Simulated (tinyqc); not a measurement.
Inside a calculation. Model: dopants and charged point defects at anneal temperature: Fermi-level effect, clustering and pairing. Computed by tinyqc, a small Python program that keeps every step. Command: `OMP_NUM_THREADS=1 python tinyqc.py 3021898 3021899 out.jsonl pairing walk`. One thread of a shared host (Intel(R) Xeon(R) Processor @ 2.30GHz), about 0.02 s of CPU time with the checks. Intermediate numbers are printed to about 6 digits and carried at full precision; extremes and crossings named in words are read from the listed rows.

Boltzmann statistics and full ionisation of active dopants. Energies are counted from the valence band; the defect (a vacancy or self-interstitial) has five charge states, with all degeneracy factors one.

Inputs (values chosen for the exercise, with bands modelled on InP):
```
quantity                                         value    unit
gap at 0 K E_g0                                   1.42      eV
Varshni alpha                                 0.000377    eV/K
Varshni beta                                       164       K
electron mass m_e                               0.0786     m_0
valleys M_c                                          1       -
hole mass m_h                                    0.598     m_0
anneal temperature T                               990       K
total dopant density N                         1.8e+18   cm^-3
formation enthalpy of the neutral defect H_f      3.04      eV
formation entropy S_f                              5.1     k_B
site density N_s                               4.5e+22   cm^-3
intrinsic dopant diffusivity D_i               1.3e-17  cm^2/s
anneal time t                                     4000       s
dopant atoms per cluster k                           4       -
cluster binding energy E_b                        2.44      eV
```

Dopant: acceptor. Second part: clustering of the dopant.

defect levels as fractions of E_g(T): (2+/+), (+/0), (0/-), (-/2-): 0.16  0.091  0.68  0.82

Constants: m_0 = 9.1093837015e-31 kg; k_B = 1.380649e-23 J/K; h = 6.62607015e-34 J s; k_B = 8.617333262e-05 eV/K.

## The host at the anneal temperature

E_g = E_g0 - alpha T^2/(T + beta). N_c = 2 M_c (2 pi m_e k_B T/h^2)^(3/2) and N_v = 2 (2 pi m_h k_B T/h^2)^(3/2), masses in units of m_0. n_i = sqrt(N_c N_v) exp(-E_g/2 k_B T); E_i = E_g/2 + (k_B T/2) ln(N_v/N_c).

E_g = 1.09981 eV

k_B T = 0.0853116 eV

n_i = 2.41012e+16 cm^-3

E_i = 0.679743 eV

effective density of states N_b of the majority band = 6.95656e+19 cm^-3

## Active and clustered dopant

p = A/2 + sqrt(A^2/4 + n_i^2) for an active density A. k ionised dopants and k carriers form one neutral cluster: C = N_s (A/N_s)^k (p/N_b)^k exp(E_b/k_B T), N_b the effective density of states of the majority band, and N = A + k C (60 bisections in ln A between ln N - 90 and ln N).

active density A = 1.80000e+18 cm^-3

clusters C = 1.36316e+11 cm^-3

active share = 1.000000

Nearly all the dopant is active.

## Carrier density and Fermi level

chi = n/n_i (for acceptors n_i/p); E_F = E_i + k_B T ln chi; field enhancement h = 1 + A/sqrt(A^2 + 4 n_i^2).

p = 1.80032e+18 cm^-3

chi = 0.0133872

E_F = 0.311755 eV

field enhancement h = 1.99964

The doping is 74.7 n_i: extrinsic conditions.

## Charged defects

C_0 = N_s exp(S_f/k_B) exp(-H_f/k_B T). Ratios to the neutral state at E_F = E_i: r_+ = exp((E(+/0) - E_i)/k_B T), r_2+ = r_+ exp((E(2+/+) - E_i)/k_B T), r_- = exp((E_i - E(0/-))/k_B T), r_2- = r_- exp((E_i - E(-/2-))/k_B T); at other E_F state q scales as chi^(-q). The enhancement is sum r_q chi^(-q)/sum r_q. The charge on the defects is left out of neutrality.

neutral defects C_0 = 2.46849e+09 cm^-3

Charge states:
```
state      ratio r  intrinsic (cm^-3)  doped (cm^-3)
2+     3.05201e-06        7.53386e+03    4.20378e+07
+      1.11978e-03        2.76418e+06    2.06480e+08
0      1.00000e+00        2.46849e+09    2.46849e+09
-      4.49962e-01        1.11073e+09    1.48695e+07
2-     3.33059e-02        8.22154e+07    1.47344e+04
```

all defects, doped = 2.73189e+09 cm^-3

enhancement over intrinsic = 0.745562

mean charge = 0.100903 e

Doping leaves the neutral state alone and scales the total by 0.746; the most common state is 0 (in intrinsic material 0).

## Dopant diffusivity

If every charge state of the defect carries the dopant equally well, D = D_i x enhancement x h x (active share A/N, a rough stand-in that overstates the dA/dN which immobile clusters call for), D_i being an input held fixed when T or H_f is moved; diffusion length 2 sqrt(D t).

effective diffusivity D = 1.93811e-17 cm^2/s

D/D_i = 1.49086

diffusion length = 5.56865 nm

## Against doping

chi = n/n_i; h = 1 + A/sqrt(A^2 + 4 n_i^2); the dopant diffusivity over its intrinsic value is D/D_i = enhancement x h x A/N, if every charge state carries the dopant equally well.

Trend at the anneal temperature:
```
N (cm^-3)  active A (cm^-3)       chi  defect enhancement  mean charge    D/D_i
7.20e+14        7.20000e+14  0.985175            0.994857    -0.343184  1.00972
2.10e+15        2.10000e+15  0.957382            0.985243    -0.335500  1.02813
6.10e+15        6.10000e+15  0.881426            0.959153    -0.314015  1.07957
1.80e+16        1.80000e+16  0.694023            0.895954    -0.257712  1.20939
5.10e+16        5.10000e+16  0.397793            0.799720    -0.157257  1.38092
1.50e+17        1.50000e+17  0.156728            0.726634    -0.060045  1.41843
4.30e+17        4.30000e+17  0.055874            0.704844    -0.003205  1.40530
1.20e+18        1.20000e+18  0.020076            0.722448     0.057684  1.44431
3.60e+18        3.59986e+18  0.006695            0.834263     0.242608  1.66839
```

Well below n_i = 2.41e16 cm^-3 chi and the enhancement are near 1. At any doping d ln(enhancement)/d ln chi equals minus the mean charge, which goes from -0.34 to +0.24 over the rows. The defect density first falls, because doping removes the states with the sign of the ionised dopant before it feeds the opposite ones.

## Activation against anneal temperature

The formulas are those given above.

Equilibrium activation:
```
T (K)  n_i (cm^-3)  active A (cm^-3)  clusters C (cm^-3)  active share
590    3.33281e+13       6.66501e+17         2.83375e+17      0.370278
690    3.37257e+14       1.50873e+18         7.28163e+16      0.838186
790    1.95744e+15       1.79709e+18         7.26603e+14      0.998385
890    7.82981e+15       1.79997e+18         6.41709e+12      0.999986
990    2.41012e+16       1.80000e+18         1.36316e+11      1.000000
1090   6.12474e+16       1.80000e+18         5.57095e+09      1.000000
1190   1.34682e+17       1.80000e+18         3.77399e+08      1.000000
```

The active share goes from 0.370 at 590 K to 1.000 at 1190 K, so a layer activated by a hot, short anneal is metastable and deactivates in later, cooler steps if the dopant can move.

Checks made by the program: conservation of the dopant (relative difference below 1e-10); ratios against Boltzmann factors of formation energies at E_F (relative difference below 1e-10).
